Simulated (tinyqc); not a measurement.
What moves the results: two electrons on one impurity (helium-like model). A value that a table varies takes the place of the one given here.

Units Ha* = 2 Ry m/eps^2 and a* = a0 eps/m. One electron is bound by Z^2/2. Two electrons in the singlet built from exp(-a r) and exp(-b r): S = 8 (ab)^(3/2)/(a + b)^3, h_aa = a^2/2 - Z a, h_bb alike, h_ab = S (ab/2 - Z (a + b)/2), J = ab (a^2 + 3ab + b^2)/(a + b)^3, K = 20 (ab)^3/(a + b)^5, E = (h_aa + h_bb + 2 S h_ab + J + K)/(1 + S^2). For a = b this is a^2 - 2 Z a + 5a/8. Real double donors are deeper, since the central cell is left out.

Constants: e^2/(4 pi eps0) = 14.39964547 eV angstrom.

Inputs chosen for the exercise (near those of impurities in Si; shifted at random, so the results belong to these values and not to a real crystal):

| symbol | value | unit | meaning |
|---|---|---|---|
| m | 0.301 | m0 | one mean mass |
| eps | 11.7 |  | dielectric constant |
| Zs | (0.98, 1.04, 1.25, 1.51, 1.97, 2.68, 3.25) |  | charges |
| a_lat | 5.431 | angstrom | lattice constant |
| Eg | 1.166 | eV | gap |
| ED | 45.5 | meV | donor binding |
| EA | 48.5 | meV | acceptor binding |
| W0 | 0.14 | x 1e7/s | rate at zero distance |
| kind | same |  | sublattices of donor and acceptor |
| shells | (45, 59, 102, 171, 197, 199, 282) |  | shell numbers |

## Effective charge

Ha* = 59.8336 meV

Binding of the first electron, of the second (-E - Z^2/2) with equal and with unequal orbitals, and U, the first less the second (unequal).

Results (meV):

| Z | first | second, equal | second, unequal | a/b | U | U/(Z Ha*) |
|---|---|---|---|---|---|---|
| 0.98 | 28.7 | -2.07 | 0.43 | 3.92 | 28.3 | 0.483 |
| 1.04 | 32.4 | -0.69 | 1.63 | 3.32 | 30.7 | 0.494 |
| 1.25 | 46.7 | 5.84 | 7.85 | 2.52 | 38.9 | 0.520 |
| 1.51 | 68.2 | 17.59 | 19.41 | 2.15 | 48.8 | 0.540 |
| 1.97 | 116.1 | 48.28 | 49.96 | 1.85 | 66.1 | 0.561 |
| 2.68 | 214.9 | 120.50 | 122.08 | 1.64 | 92.8 | 0.579 |
| 3.25 | 316.0 | 200.30 | 201.85 | 1.55 | 114.1 | 0.587 |

Equal orbitals bind a second electron only above Z = (5/16)/(1 - 1/sqrt2) = 1.067; unequal ones do so in 7 of the 7 rows. Their gain is 2.50 meV in the first row and 1.55 in the last, while the second binding grows to 202 meV, so the gain decides the matter only near Z = 1. U grows almost linearly with Z: U/(Z Ha*) goes from 0.483 to 0.587, towards 5/8, while the first binding grows as Z^2. Angular correlation is left out: at Z = 1 this function binds the second electron by 0.0133 Ha*, half the exact 0.0278.

## Pair lines (donor-acceptor pair recombination)

h nu = Eg - ED - EA + q/(eps R), q = e^2/(4 pi eps0); shell j lies at R = a_lat sqrt(j/2) for the same sublattice and a_lat sqrt(j/2 - 5/16) for opposite ones (on the same sublattice shells 14, 30, 46, 56, 62, ... are empty, where 2j has the form 4^a (8b + 7)); rate W = W0 exp(-2R/aD) with the donor radius aD = q/(2 eps ED). Polarisation and overlap terms, which matter for close pairs, are left out.

Energy, rate and lifetime for each shell.

Lines:

| shell | R (angstrom) | Coulomb (meV) | h nu (eV) | step to the next shell (meV) | 1/W (microsecond) |
|---|---|---|---|---|---|
| 45 | 25.76 | 47.8 | 1.1198 | 1.0 | 32.2 |
| 59 | 29.50 | 41.7 | 1.1137 | 0.35 | 56.0 |
| 102 | 38.79 | 31.7 | 1.1037 | 0.15 | 221 |
| 171 | 50.22 | 24.5 | 1.0965 | 0.071 | 1.20e+03 |
| 197 | 53.90 | 22.8 | 1.0948 | 0.058 | 2.07e+03 |
| 199 | 54.17 | 22.7 | 1.0947 | 0.057 | 2.15e+03 |
| 282 | 64.49 | 19.1 | 1.0911 | 0.034 | 9.90e+03 |

limit for distant pairs = 1.0720 eV
aD = 13.5 angstrom

The lines crowd together, on average as R^-3: the step falls from 1 to 0.034 meV, so distant pairs merge into a band. Close pairs emit higher and 307 times faster over this table, so the band shifts to lower energy with delay and to higher energy with stronger pumping. All these lines lie below Eg, and R/aD runs from 1.9 up.

(tinyqc, `OMP_NUM_THREADS=1 python tinyqc.py 1282586 1282587 out.jsonl`, Intel(R) Xeon(R) Processor @ 2.30GHz, 1 thread, shared host, about 0.02 s.)
